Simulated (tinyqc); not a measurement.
Empirical pseudopotential in a few plane waves, step by step. Computed by tinyqc, a small Python program that keeps every step. Settings: plane-wave index or count = 15. Command: `OMP_NUM_THREADS=1 python tinyqc.py 24319 24320 out.jsonl` (the two numbers bound the seeds that draw the settings). One thread of a shared host (Intel(R) Xeon(R) Processor @ 2.60GHz), about 0.2 s of CPU time with the checks.

## Bloch Hamiltonian at G

Parameters chosen for this model: fcc lattice, atoms at +/- a/8 (1,1,1); form factors in rydberg at |G|^2 in units of (2 pi/a)^2:

| parameter | value | unit |
|---|---|---|
| a | 5.310000 | angstrom |
| VS(3) | -0.238000 | Ry |
| VS(8) | -0.003000 | Ry |
| VS(11) | 0.052000 | Ry |
| VA(3) | 0.102000 | Ry |
| VA(4) | 0.035000 | Ry |
| VA(11) | 0.037000 | Ry |
| hbar^2/2m (2 pi/a)^2 | 5.334499 | eV |

k point G (2 pi / a): 0  0  0

Basis: the 15 shortest G (labels in 2 pi/a), the same at every k. H(G,G') = c |k + G|^2 delta + VS(|G-G'|^2) cos((G-G').tau) + i VA sin((G-G').tau), tau = a/8 (1,1,1); 1 Ry = 13.605693 eV.

H(k) at G (eV):
```
                     +0+0+0               -1-1-1               -1-1+1               -1+1-1
+0+0+0             0.000000   2.289721+0.981309i  -2.289721+0.981309i  -2.289721+0.981309i
-1-1-1   2.289721-0.981309i            16.003496   0.000000-0.476199i   0.000000-0.476199i
-1-1+1  -2.289721-0.981309i   0.000000+0.476199i            16.003496            -0.040817
-1+1-1  -2.289721-0.981309i   0.000000+0.476199i            -0.040817            16.003496
-1+1+1  -2.289721+0.981309i             0.040817   0.000000+0.476199i   0.000000+0.476199i
+1-1-1  -2.289721-0.981309i   0.000000+0.476199i            -0.040817            -0.040817
+1-1+1  -2.289721+0.981309i             0.040817   0.000000+0.476199i             0.000000
+1+1-1  -2.289721+0.981309i             0.040817             0.000000   0.000000+0.476199i
+1+1+1   2.289721+0.981309i             0.000000             0.040817             0.040817
-2+0+0   0.000000-0.476199i  -2.289721+0.981309i  -2.289721-0.981309i  -2.289721-0.981309i
+0-2+0   0.000000-0.476199i  -2.289721+0.981309i  -2.289721-0.981309i   0.500275-0.355965i
+0+0-2   0.000000-0.476199i  -2.289721+0.981309i   0.500275-0.355965i  -2.289721-0.981309i
+0+0+2   0.000000+0.476199i  -0.500275-0.355965i   2.289721+0.981309i  -0.500275+0.355965i
+0+2+0   0.000000+0.476199i  -0.500275-0.355965i  -0.500275+0.355965i   2.289721+0.981309i
+2+0+0   0.000000+0.476199i  -0.500275-0.355965i  -0.500275+0.355965i  -0.500275+0.355965i

                     -1+1+1               +1-1-1               +1-1+1               +1+1-1
+0+0+0  -2.289721-0.981309i  -2.289721+0.981309i  -2.289721-0.981309i  -2.289721-0.981309i
-1-1-1             0.040817   0.000000-0.476199i             0.040817             0.040817
-1-1+1   0.000000-0.476199i            -0.040817   0.000000-0.476199i             0.000000
-1+1-1   0.000000-0.476199i            -0.040817             0.000000   0.000000-0.476199i
-1+1+1            16.003496             0.000000            -0.040817            -0.040817
+1-1-1             0.000000            16.003496   0.000000-0.476199i   0.000000-0.476199i
+1-1+1            -0.040817   0.000000+0.476199i            16.003496            -0.040817
+1+1-1            -0.040817   0.000000+0.476199i            -0.040817            16.003496
+1+1+1   0.000000+0.476199i             0.040817   0.000000+0.476199i   0.000000+0.476199i
-2+0+0   2.289721-0.981309i   0.500275-0.355965i  -0.500275-0.355965i  -0.500275-0.355965i
+0-2+0  -0.500275-0.355965i  -2.289721-0.981309i   2.289721-0.981309i  -0.500275-0.355965i
+0+0-2  -0.500275-0.355965i  -2.289721-0.981309i  -0.500275-0.355965i   2.289721-0.981309i
+0+0+2  -2.289721+0.981309i  -0.500275+0.355965i  -2.289721+0.981309i   0.500275+0.355965i
+0+2+0  -2.289721+0.981309i  -0.500275+0.355965i   0.500275+0.355965i  -2.289721+0.981309i
+2+0+0   0.500275+0.355965i   2.289721+0.981309i  -2.289721+0.981309i  -2.289721+0.981309i

                     +1+1+1               -2+0+0               +0-2+0               +0+0-2
+0+0+0   2.289721-0.981309i   0.000000+0.476199i   0.000000+0.476199i   0.000000+0.476199i
-1-1-1             0.000000  -2.289721-0.981309i  -2.289721-0.981309i  -2.289721-0.981309i
-1-1+1             0.040817  -2.289721+0.981309i  -2.289721+0.981309i   0.500275+0.355965i
-1+1-1             0.040817  -2.289721+0.981309i   0.500275+0.355965i  -2.289721+0.981309i
-1+1+1   0.000000-0.476199i   2.289721+0.981309i  -0.500275+0.355965i  -0.500275+0.355965i
+1-1-1             0.040817   0.500275+0.355965i  -2.289721+0.981309i  -2.289721+0.981309i
+1-1+1   0.000000-0.476199i  -0.500275+0.355965i   2.289721+0.981309i  -0.500275+0.355965i
+1+1-1   0.000000-0.476199i  -0.500275+0.355965i  -0.500275+0.355965i   2.289721+0.981309i
+1+1+1            16.003496  -0.500275-0.355965i  -0.500275-0.355965i  -0.500275-0.355965i
-2+0+0  -0.500275+0.355965i            21.337995            -0.040817            -0.040817
+0-2+0  -0.500275+0.355965i            -0.040817            21.337995            -0.040817
+0+0-2  -0.500275+0.355965i            -0.040817            -0.040817            21.337995
+0+0+2  -2.289721-0.981309i             0.040817             0.040817             0.000000
+0+2+0  -2.289721-0.981309i             0.040817             0.000000             0.040817
+2+0+0  -2.289721-0.981309i             0.000000             0.040817             0.040817

                     +0+0+2               +0+2+0               +2+0+0
+0+0+0   0.000000-0.476199i   0.000000-0.476199i   0.000000-0.476199i
-1-1-1  -0.500275+0.355965i  -0.500275+0.355965i  -0.500275+0.355965i
-1-1+1   2.289721-0.981309i  -0.500275-0.355965i  -0.500275-0.355965i
-1+1-1  -0.500275-0.355965i   2.289721-0.981309i  -0.500275-0.355965i
-1+1+1  -2.289721-0.981309i  -2.289721-0.981309i   0.500275-0.355965i
+1-1-1  -0.500275-0.355965i  -0.500275-0.355965i   2.289721-0.981309i
+1-1+1  -2.289721-0.981309i   0.500275-0.355965i  -2.289721-0.981309i
+1+1-1   0.500275-0.355965i  -2.289721-0.981309i  -2.289721-0.981309i
+1+1+1  -2.289721+0.981309i  -2.289721+0.981309i  -2.289721+0.981309i
-2+0+0             0.040817             0.040817             0.000000
+0-2+0             0.040817             0.000000             0.040817
+0+0-2             0.000000             0.040817             0.040817
+0+0+2            21.337995            -0.040817            -0.040817
+0+2+0            -0.040817            21.337995            -0.040817
+2+0+0            -0.040817            -0.040817            21.337995
```

## Levels at G

Diagonalise the Hermitian matrix.

eigenvalues (eV): -3.416158  11.833684  12.211908  12.211908  12.211908  16.274481  16.274481  16.274481  18.019354  21.419629  21.419629  24.940233  24.940233  24.940233  26.499936

## Bands along a path

The same steps at evenly spaced points between the labelled ones.

Bands along the path (eV), lowest eight:

| k | band 1 | band 2 | band 3 | band 4 | band 5 | band 6 | band 7 | band 8 |
|---|---|---|---|---|---|---|---|---|
| L | -1.330992 | 4.515495 | 11.253397 | 11.253397 | 12.328858 | 17.049328 | 17.049328 | 19.842947 |
| L-G 0.20 | -1.817499 | 5.191395 | 11.248266 | 11.248266 | 12.390093 | 17.035755 | 17.035755 | 19.869977 |
| L-G 0.40 | -2.428651 | 6.510202 | 11.416047 | 11.416047 | 12.712139 | 17.177112 | 17.177112 | 19.081486 |
| L-G 0.60 | -2.955498 | 8.219538 | 11.717448 | 11.717448 | 13.214224 | 17.066785 | 17.066785 | 17.208423 |
| L-G 0.80 | -3.298243 | 10.126630 | 12.051251 | 12.051251 | 13.331197 | 16.063069 | 16.560249 | 16.560249 |
| G | -3.416158 | 11.833684 | 12.211908 | 12.211908 | 12.211908 | 16.274481 | 16.274481 | 16.274481 |
| G-X 0.20 | -3.258773 | 10.015146 | 11.725679 | 11.725679 | 14.051102 | 15.229167 | 17.036984 | 17.036984 |
| G-X 0.40 | -2.799126 | 8.166533 | 10.860528 | 10.860528 | 13.859584 | 15.592334 | 18.405151 | 18.712495 |
| G-X 0.60 | -2.084109 | 6.499919 | 10.140697 | 10.140697 | 13.018722 | 14.719879 | 19.856968 | 20.743333 |
| G-X 0.80 | -1.237506 | 5.131726 | 9.727100 | 9.727100 | 12.580173 | 13.664080 | 22.257697 | 22.970634 |
| X | -0.574854 | 4.391931 | 9.675770 | 9.675770 | 12.407355 | 13.391247 | 24.877733 | 25.397932 |

With 4 band(s) filled, the highest filled level on these points lies at G and the lowest empty one at G: the bands touch or overlap, so there is no gap. This holds for the small fixed basis; with all plane waves up to |k + G|^2 = 21 (2 pi/a)^2 the gap along the path is 0.00 eV.

## Convergence with the number of plane waves

Levels at G counted from the fourth one.

Levels (eV):

| plane waves | level 1 | level 5 | level 8 |
|---|---|---|---|
| 9 | -18.386421 | 0.735965 | 0.952399 |
| 15 | -15.628066 | 0 | 4.062573 |
| 27 | -14.951669 | 0 | 4.242479 |
| 51 | -14.744992 | 0 | 4.527976 |
| 59 | -14.711244 | 0 | 4.423451 |
| 65 | -14.703319 | 0 | 4.412292 |
| 89 | -14.691291 | 0 | 4.419613 |
